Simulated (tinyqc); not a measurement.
# Worked calculation: front-illuminated p-i-n photodiode, quantum efficiency and bandwidth

Numbers from tinyqc (`OMP_NUM_THREADS=1 python tinyqc.py 2250118 2250119 out.jsonl`; about 0.01 s on one thread of a shared Intel Xeon 2.30GHz). Printed values are rounded.

Light enters through a p layer (0 to xp), a depleted layer (xp to xp + wi) and a thick n substrate, decaying as exp(-al x); one pass, no back reflection. Carriers made in the depleted layer are all collected; those in the neutral layers diffuse.

Values chosen for this exercise; values close to those of In0.53Ga0.47As at this wavelength:
- lam = 1550 nm (wavelength)
- al = 6760 1/cm (absorption coefficient)
- Rf = 0.3 (reflectance of the front face)
- eps_r = 13.4 (relative permittivity)
- xp = 0.67 um (thickness of the front p layer)
- wi = 1.6 um (thickness of the depleted layer)
- Dn = 77 cm^2/s (electron diffusion coefficient in the p layer)
- Ln = 2 um (electron diffusion length in the p layer)
- S = 1e5 cm/s (recombination velocity of the front surface)
- Lp = 24 um (hole diffusion length in the thick n substrate)
- ve = 6.8e6 cm/s (electron drift velocity)
- vh = 4.92e6 cm/s (hole drift velocity)
- dia = 140 um (diameter)
- RL = 50 ohm (load resistance)
- Cp = 8 fF (parasitic capacitance)
- f = 24 GHz (modulation frequency)

Constants: q = 1.602176634e-19 C, h = 6.62607015e-34 J s, c = 299792458 m/s, eps0 = 8.8541878128e-14 F/cm where lengths are in cm. Results are converted to the units shown.

## Quantum efficiency

k = al Ln, s = S Ln/Dn, e = exp(-al xp); front layer f1 = (k/(k^2 - 1)) {[s + k - e (s cosh(xp/Ln) + sinh(xp/Ln))]/[s sinh(xp/Ln) + cosh(xp/Ln)] - k e}; depleted layer f2 = e (1 - exp(-al wi)); substrate f3 = e exp(-al wi) al Lp/(1 + al Lp); external efficiency (1 - Rf)(f1 + f2 + f3); responsivity = efficiency q lam/(h c).

s = 0.2597403
f1 = 0.3362493
f2 = 0.4202099
f3 = 0.2030441
external efficiency = 0.6716523
responsivity = 0.8396724 A/W

The front layer absorbs 36.4 % of the light that enters and collects 92.3 % of that. Diffusion from the neutral layers makes up 56.2 % of the current.

## Response at one frequency

Drift response for pairs made in the depleted layer, a = al wi, g = 1 - exp(-a), u = 2 pi i f, te = wi/ve, th = wi/vh: electrons He = [g - a (exp(-a) - exp(-u te))/(u te - a)]/(u te g), holes Hh = [g - a (1 - exp(-a - u th))/(a + u th)]/(u th g); C = eps0 eps_r pi (dia/2)^2/wi + Cp; total |He + Hh|/sqrt(1 + (2 pi f RL C)^2), for the current of the depleted layer alone.

te = 23.52941 ps
th = 32.52033 ps
He = 0.1352268-0.3744617i
Hh = 0.0654651-0.2121279i
|He + Hh| = 0.6199715
C = 1149.509 fF
total response = 0.07106020

The drift response alone falls to 1/sqrt(2) at 20.4 GHz and the RC term alone at 2.77 GHz; together they give 2.73 GHz for this part of the current; the diffusion currents, left out, respond on their own time scales.
